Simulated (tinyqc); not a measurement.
Minority-electron transport through the base of a bipolar transistor (Moll-Ross and Kroemer integrals). Changing the base width W. Computed by tinyqc, a small Python program. Command: `OMP_NUM_THREADS=1 python tinyqc.py 3019481 3019482 out.jsonl base sweep`. One thread of a shared host (Intel(R) Xeon(R) Processor @ 2.30GHz), about 0.01 s of CPU time with the checks.

Low injection, one dimension, x from the emitter edge (0) to the collector edge (W), s = x/W. Recombination is treated as a small correction (valid for tau_B well below tau_n), computed from the stored charge.

Inputs (values chosen for the exercise, modelled on SiGe):
```
quantity                                     value        unit
intrinsic density n_i at the emitter edge  8.1e+10      1/cm^3
base doping at the emitter edge N_0        3.3e+19      1/cm^3
mu_min                                         190  cm^2/(V s)
mu_max                                        1120  cm^2/(V s)
N_ref                                        8e+16      1/cm^3
saturation velocity v_s                       0.74    1e7 cm/s
electron lifetime tau_n                        150          ns
emitter Gummel number G_E                  1.2e+13      s/cm^4
base-emitter voltage V_BE                     0.61           V
temperature T                                  300           K
```

Base doping profile: uniform. Gap grading: none. Exit of the base: saturation velocity.

Constants: k_B = 8.617333262e-05 eV/K; e = 1.602176634e-19 C.

Method:
- N(x) = N_0; n_i(x) = n_i; D(x) = (k_B T/e) mu, mu = mu_min + (mu_max - mu_min)/(1 + (N/N_ref)^0.7).
- With y(x) = N n_i^2/(D n_i(x)^2): base Gummel number G_B = int_0^W y dx + N(W) n_i^2/(v_s n_i(W)^2); J_C = e n_i^2 exp(e V_BE/k_B T)/G_B; n(x) = (J_C/e)(n_i(x)^2/(N n_i^2)) [int_x^W y dx + the same exit term]; transit time tau_B = (e/J_C) int n dx; trapezoid rule on 401 even points.
- Emitter-limited gain beta_E = G_E/G_B; recombination-limited gain beta_R = tau_n/tau_B; 1/beta = 1/beta_E + 1/beta_R; f_T from the base alone = 1/(2 pi tau_B).

One run for each value; columns: (1) base width W (nm); (2) base transit time tau_B (ps); (3) current gain beta; (4) f_T from the base alone (GHz); (5) mean velocity W/tau_B (1e7 cm/s); (6) share of the exit term in G_B (%):
```
(1)          (2)     (3)         (4)      (5)     (6)
10    2.3016e-01  1.1182  6.9149e+02  0.43448  41.556
18    5.5113e-01  0.7620  2.8878e+02  0.32660  28.316
56    3.7368e+00  0.3032  4.2591e+01  0.14986  11.267
100   1.0854e+01  0.1786  1.4663e+01  0.09213   6.638
180   3.3221e+01  0.1023  4.7908e+00  0.05418   3.800
320   1.0163e+02  0.0585  1.5660e+00  0.03149   2.174
560   3.0557e+02  0.0337  5.2084e-01  0.01833   1.254
1000  9.6378e+02  0.0190  1.6514e-01  0.01038   0.706
```

Give the missing row, base width W (nm) = 32.

Computed row; columns: (1) base width W (nm); (2) base transit time tau_B (ps); (3) current gain beta; (4) f_T from the base alone (GHz); (5) mean velocity W/tau_B (1e7 cm/s); (6) share of the exit term in G_B (%):
```
(1)         (2)     (3)         (4)      (5)     (6)
32   1.4055e+00  0.4892  1.1324e+02  0.22768  18.180
```

Interpolating between the two neighbouring rows (the first column on a logarithmic scale, the others too where they are positive) misses most in base transit time tau_B (ps), by 3.5 %. Over the rows, base transit time tau_B (ps) rises from 0.230 to 964 (exponent d ln y / d ln x 1.5 between the first rows and 2.0 between the last); current gain beta falls from 1.12 to 0.0190 (exponent d ln y / d ln x -0.65 between the first rows and -0.99 between the last); f_T from the base alone (GHz) falls from 691 to 0.165 (exponent d ln y / d ln x -1.5 between the first rows and -2.0 between the last). At the high end the exponent of base transit time tau_B is 1.98, close to 2: diffusion, or drift in a field proportional to 1/W. At the high end the exponent of current gain beta is -0.99, close to -1: emitter-limited gain, or recombination with a transit time limited by the exit velocity.

Caution (rows 10.0, 18.0): the base is only a few mean free paths wide, so transport is partly ballistic. Caution (rows 18.0, 32.0, 56.0, 100, 180, 320, 560, 1000): a current gain below 1 is far from a working transistor: the base is too heavily doped or too wide for this emitter and lifetime.
